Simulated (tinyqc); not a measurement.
Inside a calculation. Method: harmonic frequencies on the LDA (VWN5)/3-21g surface (energies and gradients from PySCF), for H3+, spin multiplicity 1. One step of it, computed by the program tinyqc.

Problem. Normal modes. Diagonalise H_ij / sqrt(m_i m_j); the 6 smallest eigenvalues belong to translations and rotations; wavenumber = sqrt(eigenvalue / 1822.888) x 219474.63; each mode has its largest component positive (the first on a tie); zero-point energy = sum of wavenumbers / 2, with 349.755 1/cm per kcal/mol.

Hessian (symmetrised) (hartree/bohr^2):
```
             1Hx          1Hy          1Hz          2Hx          2Hy          2Hz          3Hx          3Hy
1Hx   0.00017975  -0.00034727  -0.00532485  -0.00017018   0.00092118   0.00520496  -0.00000986  -0.00057393
1Hy  -0.00034727   0.14324001   0.07021743  -0.00013646  -0.01082846  -0.00050127   0.00048286  -0.13241137
1Hz  -0.00532485   0.07021743   0.18683854   0.00476266  -0.03176378  -0.15412230   0.00056270  -0.03845271
2Hx  -0.00017018  -0.00013646   0.00476266   0.00034206   0.00345491  -0.00802253  -0.00017129  -0.00331844
2Hy   0.00092118  -0.01082846  -0.03176378   0.00345491   0.11519912  -0.05393414  -0.00437578  -0.10437072
2Hz   0.00520496  -0.00050127  -0.15412230  -0.00802253  -0.05393414   0.21464148   0.00281696   0.05443445
3Hx  -0.00000986   0.00048286   0.00056270  -0.00017129  -0.00437578   0.00281696   0.00018085   0.00389294
3Hy  -0.00057393  -0.13241137  -0.03845271  -0.00331844  -0.10437072   0.05443445   0.00389294   0.23678198
3Hz   0.00011986  -0.06971619  -0.03271546   0.00325980   0.08569809  -0.06051921  -0.00337956  -0.01598187

             3Hz
1Hx   0.00011986
1Hy  -0.06971619
1Hz  -0.03271546
2Hx   0.00325980
2Hy   0.08569809
2Hz  -0.06051921
3Hx  -0.00337956
3Hy  -0.01598187
3Hz   0.09323393
```

masses (u): 1H 1.007825, 2H 1.007825, 3H 1.007825

Give: eigenvalues of the mass-weighted Hessian; harmonic wavenumbers of the vibrations; mass-weighted modes; zero-point energy.

Solution.

eigenvalues of the mass-weighted Hessian (hartree/(bohr^2 u)): 0.0000  0.0000  0.0000  0.0000  0.0000  0.0000  0.2726  0.2727  0.4377

harmonic wavenumbers of the vibrations (1/cm): 2683.7  2684.2  3400.9

mass-weighted modes:
```
      mode 1   mode 2   mode 3
1Hx   0.0148   0.0151   0.0109
1Hy  -0.2234   0.5322  -0.3423
1Hz  -0.5319  -0.2233  -0.4651
2Hx   0.0057  -0.0204  -0.0211
2Hy   0.5728  -0.0726  -0.2314
2Hz   0.0726   0.5725   0.5283
3Hx  -0.0205   0.0053   0.0103
3Hy  -0.3494  -0.4596   0.5738
3Hz   0.4594  -0.3492  -0.0632
```

zero-point energy = 12.5356 kcal/mol
